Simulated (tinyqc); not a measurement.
Inside a calculation. Model: CMOS latch-up, two-transistor model.

Computed by the program tinyqc: `OMP_NUM_THREADS=1 python tinyqc.py 2670139 2670140 out.jsonl`, one thread of a shared Intel Xeon 2.30GHz, about 0.07 s for the whole run. Printed values are rounded.

A parasitic pnp (emitter at Vdd, base shunted by Rw) and npn (emitter at ground, base shunted by Rs) feed each other: the npn collector current flows out of the pnp base node, the pnp collector current into the npn base node. Forward-active transistors with constant gains: Icn = Isn exp(Vn/Vt), Icp = Isp (exp(Vp/Vt) - 1). A current Ii is injected into the npn base node.

Inputs (values chosen for the exercise); values close to those of bulk CMOS: temperature T = 250 K; current gain of the npn bn = 20.6; current gain of the pnp bp = 2.4; saturation current of the npn at T Isn = 2.9e-19 A; saturation current of the pnp at T Isp = 7.5e-20 A; substrate resistance shunting the npn Rs = 72 ohm; well resistance shunting the pnp Rw = 1600 ohm; resistance from the pnp collector to the npn base R2 = 450 ohm; base-emitter voltage in the on state Von = 0.79 V; saturation voltage Vsat = 0.16 V; supply voltage Vdd = 2.5 V; current injected into the substrate Ii = 6.41 mA.

Constants: q = 1.602176634e-19 C, kB = 1.380649e-23 J/K, Vt = kB T/q. Results are converted to the units shown.

## Holding current and voltage

On state with both base-emitter voltages at Von: npn base current Ib = (Von/Rs + bp Von/Rw)/(bn bp - 1), holding current Ih = (bn + 1) Ib + Von/Rs, holding voltage Vh = Vsat + Von + R2 (Ib + Von/Rs).

bn bp = 49.44
Ib = 0.250975 mA
Ih = 16.3933 mA
Vh = 6.00044 V

Vh is above Vdd = 2.5 V, so the supply cannot sustain a latched state.

## The off branch

```
point,Vn (V)
0,0.553
1,0.633
2,0.683
3,0.713
4,0.733
5,0.753
6,0.768
7,0.783
```

Node equations: Vp/Rw + Icp/bp = Icn and Vn/Rs + Icn/bn = Icp + Ii. Loop gain G = gn gp/[(1/Rw + gp/bp)(1/Rs + gn/bn)], gn = Icn/Vt, gp = (Icp + Isp)/Vt; the off state ends where G = 1, and Ii there is the trigger current. For each Vn: Icn, then Vp from the first equation, then Ii from the second.

```
point,Icn (mA),Vp (V),Icp (mA),Ii (mA),G
0,4.0774e-5,6.5239e-5,2.2746e-19,7.6806,7.6136e-19
1,0.0016715,0.0026745,9.9134e-18,8.7917,3.5221e-17
2,0.017024,0.027239,1.9057e-16,9.4869,1.1191e-15
3,0.068524,0.10964,1.2095e-14,9.9061,2.0472e-13
4,0.17339,0.27743,2.9358e-11,10.189,1.2290e-9
5,0.43874,0.69650,0.0082378,10.471,0.66737
6,0.88023,0.79798,0.91558,9.7938,5.9675
7,1.7660,0.82357,3.0030,7.9578,10.893
```

Ii peaks at 10.47 mA, at Vn = 0.7534 V where G = 1; beyond it the loop feeds itself.

## Iteration 1: response to the injected current, once round the loop per iteration

Vn at the start = 0.6 V

Icn = Isn exp(Vn/Vt); Vp solves Vp/Rw + Icp/bp = Icn; Vn(new) solves Vn/Rs + (Isn/bn) exp(Vn/Vt) = Icp + Ii.

Icn = 3.61298e-4 mA
Vp = 5.78077e-4 V
Icp = 2.03974e-18 mA
Vn after iteration 1 = 0.461520 V

## Course of the iteration: response to the injected current, once round the loop per iteration

Stop when Vn changes by less than 1e-9 V, or after 150 iterations. Vn must stay below 1.1 V.

Course of the iteration:
```
iteration,Vn (V),|change| (V)
1,0.461520,0.138
2,0.461520,0
```

Converged in 2 iterations. An off state exists, since Ii is below the trigger current, the largest Ii that the node equations allow, 10.47 mA.
